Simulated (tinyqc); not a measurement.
Inside a calculation. Method: RHF in the 6-311g basis, for He, spin multiplicity 1. One step of it, computed by the program tinyqc.

Task: Iteration 2: diagonalisation and new density. Diagonalise F' = X^T F X, C = X C', fill 1 alpha and 1 beta electrons from the bottom; D = 2 C_occ C_occ^T. Each column has its largest component positive (the first on a tie).

extrapolated F (hartree), lower triangle:
```
           1He 1s     1He 2s     1He 3s
1He 1s   1.654246
1He 2s  -0.693998  -0.156671
1He 3s  -0.751042  -0.420549  -0.220816
```

X:
```
                1          2         3
1He 1s  -1.102035   0.913172  0.353396
1He 2s   2.064207  -0.049328  0.437907
1He 3s  -1.376014  -0.805348  0.373888
```

Give: F' = X^T F X; orbital energies; coefficients C; D after iteration 2.

Result:

F' = X^T F X (hartree), lower triangle:
```
         1       2        3
1   4.1921
2  -2.2917  2.3696
3  -0.2401  0.4517  -0.4053
```

orbital energies (hartree): MO1 -0.4822, MO2 0.8584, MO3 5.7802

coefficients C:
```
           MO1      MO2      MO3
1He 1s  0.2204  -0.1745  -1.4471
1He 2s  0.3511  -1.2075   1.6952
1He 3s  0.5780   1.3594  -0.7069
```

D after iteration 2, lower triangle:
```
        1He 1s  1He 2s  1He 3s
1He 1s  0.0972
1He 2s  0.1548  0.2465
1He 3s  0.2548  0.4058  0.6681
```
